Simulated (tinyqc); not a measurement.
Stacked nanosheet transistor, parasitic resistance, capacitance and delay: two steps of the calculation.

Ns sheets share one contact on top; each has perimeter p = 2 (Ws + ts) and cross-section A = Ws ts; contact width Wc = Ws + 10 nm, stack height Hs = Ns pv. Sheet 1 is the top one. Contact length Lc = CPP - Lg - 2 Lsp, shared by two neighbouring gates. Source and drain sides are equal. The formulas are first-order estimates, not field solutions.

Inputs (values chosen for the exercise); values close to those of silicon logic devices: number of sheets Ns = 3; sheet width Ws = 15 nm; sheet thickness ts = 6 nm; vertical pitch of the sheets pv = 18 nm; contacted gate pitch CPP = 48 nm; gate length Lg = 18 nm; spacer length Lsp = 4 nm; relative permittivity of the spacer ks = 4.5; gate height above the channel stack Hc = 15 nm; contact resistivity rc = 5.3e-10 ohm cm^2; resistivity of the source-drain epitaxy re = 0.0003 ohm cm; current-carrying depth of the epitaxy te = 30 nm; resistivity of the extension rx = 0.0019 ohm cm; gate overlap Lov = 1 nm; inversion capacitance Cinv = 3.2 uF/cm^2; wire load Cw = 0.06 fF.

Constants: eps0 = 8.8541878128e-12 F/m. Results are converted to the units shown.

Question 1. Geometry and resistances. Epitaxy sheet resistance Rsh = re/te, transfer length LT = sqrt(rc/Rsh), contact Rc = [sqrt(rc Rsh)/Wc] coth(Lc/(2 LT)); extension of one sheet Rx = rx Lsp/A. Effective width N p; for equal currents and rv = 0 one side has Rc + Rx/N.

Find: Lc; effective width; Rsh; LT; Rc; Rx; one side times effective width.

Answer 1.

Lc = 22.00 nm
effective width = 126.0 nm
Rsh = 100.0 ohm
LT = 23.02 nm
Rc = 207.2 ohm
Rx = 844.4 ohm
one side times effective width = 61.57 ohm um

Question 2. Capacitances. With N sheets: gate Cg = Cinv p N Lg; per side, plate Cp = ks eps0 [Wc (Hs + Hc) - N A]/Lsp, top fringe Cf = (2/pi) ks eps0 Wc ln(1 + Lg/(2 Lsp)), overlap Co = Cinv p N Lov. Cs = Cp + Cf + Co. An inverter of two such devices driving an equal one has the load CL = 2 (Cg + 2 Cs) + 4 Cs + Cw (its own drains counted twice for the Miller effect).

Find: Cg; Cp; Cf; Co; CL.

Answer 2.

Cg = 72.576 aF
Cp = 14.493 aF
Cf = 0.74743 aF
Co = 4.0320 aF
CL = 359.33 aF

The channel capacitance gives 40.4 % of CL, the parasitic parts 42.9 % and the wire 16.7 %.

Program tinyqc, `OMP_NUM_THREADS=1 python tinyqc.py 2170161 2170162 out.jsonl`; Intel Xeon 2.30GHz, shared host, one thread, about 0.09 s.
